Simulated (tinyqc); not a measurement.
Fully depleted semiconductor-on-insulator film with two gates, non-linear Poisson equation by Newton steps: one step of the calculation.

One dimension across the film, front interface at x = 0, back interface at x = ts. psi is counted from the intrinsic level, n = ni exp(psi/Vt) (source grounded), holes neglected, acceptors ionised. Gates act through Cox = eps0 eox/tox and Cbox = 3.9 eps0/tb with potentials G1 = Vg - (phiM - chi - Vt ln(Nc/ni)) and G2 = Vb - (phiB - chi - Vt ln(Nc/ni)). Classical Boltzmann densities, no interface charge, no depletion in the back plane.

Question. Capacitances and gate potentials. ni = sqrt(Nc Nv) exp(-Eg/(2 Vt)), Eg in volts; Cox, Cbox, G1, G2 as defined; Cs = eps0 eps_r/ts; a = eps0 eps_r/h with h = ts/10; coupling ratio of a depleted film Cs Cbox/(Cox (Cs + Cbox)).

Values chosen for this exercise; band and dielectric values close to those of silicon: temperature T = 350 K; band gap Eg = 1.11 eV; relative permittivity eps_r = 11.5; conduction-band density of states at T Nc = 3.52e19 cm^-3; valence-band density of states at T Nv = 3.35e19 cm^-3; electron affinity chi = 4.01 eV; relative permittivity of the gate insulator (close to silicon nitride) eox = 7.29; insulator thickness tox = 5.2 nm; film thickness ts = 6.5 nm; buried-oxide thickness (eps_r 3.9) tb = 42 nm; work function of the front gate phiM = 4.68 eV; work function of the back plane phiB = 4.51 eV; back-gate voltage Vb = 0 V; front-gate voltage Vg = 0.41 V.

Constants: q = 1.602176634e-19 C, kB = 1.380649e-23 J/K, Vt = kB T/q, eps0 = 8.8541878128e-14 F/cm where lengths are in cm. Results are converted to the units shown.

Wanted: ni; Cox; Cbox; Cs; a; G1; G2; coupling ratio.

Answer.

ni = 3.5006e11 cm^-3
Cox = 1.2413 uF/cm^2
Cbox = 0.082217 uF/cm^2
Cs = 1.5665 uF/cm^2
a = 15.665 uF/cm^2
G1 = 0.29575 V
G2 = 0.055746 V
coupling ratio = 0.062933

Range of the model: In so thin a film or at such density quantum confinement moves the charge away from the interfaces and raises the threshold.

Numbers from tinyqc (`OMP_NUM_THREADS=1 python tinyqc.py 2190163 2190164 out.jsonl`; about 0.4 s on one thread of a shared Intel Xeon 2.30GHz).
